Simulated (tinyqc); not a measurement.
Changing the target C44: Finnis-Sinclair potential for a bcc metal: fit to cohesion and elasticity, then vacancy, surfaces and structure. Computed by tinyqc, a small Python program. Command: `OMP_NUM_THREADS=1 python tinyqc.py 3110108 3110109 out.jsonl fsfit sweep`. One thread of a shared host (Intel(R) Xeon(R) Processor @ 2.30GHz), about 0.01 s of CPU time with the checks.

E = (1/2) sum V(r) - A sqrt(rho), rho = sum phi(r), phi = (r - d)^2 for r < d, V = (r - c)^2 (c0 + c1 r + c2 r^2) for r < c. In bcc the 8 first neighbours lie at sqrt(3) a/2 and the 6 second at a; both cut-offs lie below the third shell; Omega = a^3/2; E is per atom and z the number of atoms in a shell. The four constants A, c0, c1, c2 are fitted to E_c, zero pressure, B and C12 - C44 alone, so C44 and C11 - C12 are not matched singly; defects are unrelaxed.

Inputs (values chosen for the exercise, modelled on vanadium):
```
quantity             value      unit
lattice constant a    3.04  angstrom
cohesive energy E_c   5.33        eV
target C11             225       GPa
target C12             119       GPa
density cut-off d/a  1.228         -
pair cut-off c/a     1.258         -
```

Constants: 1 eV/angstrom^3 = 160.2176634 GPa.

Method:
- rho = sum z phi, rho1 = sum z r phi', rho2 = sum z r^2 phi''. At zero pressure the effective pair part V + 2 F' phi obeys C12 = C44, so C12 - C44 = F'' (rho1/3)^2/Omega with F'' = A/(4 rho^(3/2)); this gives A.
- With v_k = (r - c)^2 r^k the rows are (1/2) sum z v_k, (1/2) sum z r v_k' and (1/2) sum z r^2 v_k''. With rho1 = sum z r phi' and rho2 = sum z r^2 phi'' the right-hand sides are: -E_c + A sqrt(rho) (cohesion); A rho1/(2 sqrt(rho)) (zero pressure); 9 B Omega + A [rho2/(2 sqrt(rho)) - rho1^2/(4 rho^(3/2))] with B = (C11 + 2 C12)/3.
- Solve the three equations.
- Second differences of E with strains of 1e-4: e_xx gives C11, (e_xx, e_yy) = (1, -1) gives 2 (C11 - C12), an engineering shear gives C44. B and C12 - C44 are fitted; the one combination left tests the choice of d.
- E_v = -A sum_shells z [sqrt(rho - phi(r)) - sqrt(rho)] - (1/2) sum z V(r): the neighbours lose one bond each, and the atom is put back in the bulk.

One run for each value:
```
target C44 (GPa)  A (eV/angstrom)  E_v/E_c  error of C44 (%)
25.3                       2.5681  0.16445            97.408
30.1                       2.4366  0.20725            66.586
39.7                       2.1735  0.29286            27.300
44.5                       2.0419  0.33566            14.014
49.3                       1.9103  0.37846             3.315
54.1                       1.7788  0.42127            -5.486
58.9                       1.6472  0.46407           -12.852
```

Give the missing row, target C44 (GPa) = 34.9.

Computed row:
```
target C44 (GPa)  A (eV/angstrom)  E_v/E_c  error of C44 (%)
34.9                       2.3050  0.25005            44.242
```

Interpolating between the two neighbouring rows (linearly) misses most in error of C44 (%), by 6.1 %. Over the rows, A (eV/angstrom) falls from 2.57 to 1.65 (exponent d ln y / d ln x -0.30 between the first rows and -0.90 between the last); E_v/E_c rises from 0.164 to 0.464 (exponent d ln y / d ln x 1.3 between the first rows and 1.1 between the last); error of C44 (%) falls from 97.4 to -12.9. A is proportional to C12 - C44; as the Cauchy pressure shrinks the model tends to a pair potential, for which E_v/E_c = 1.
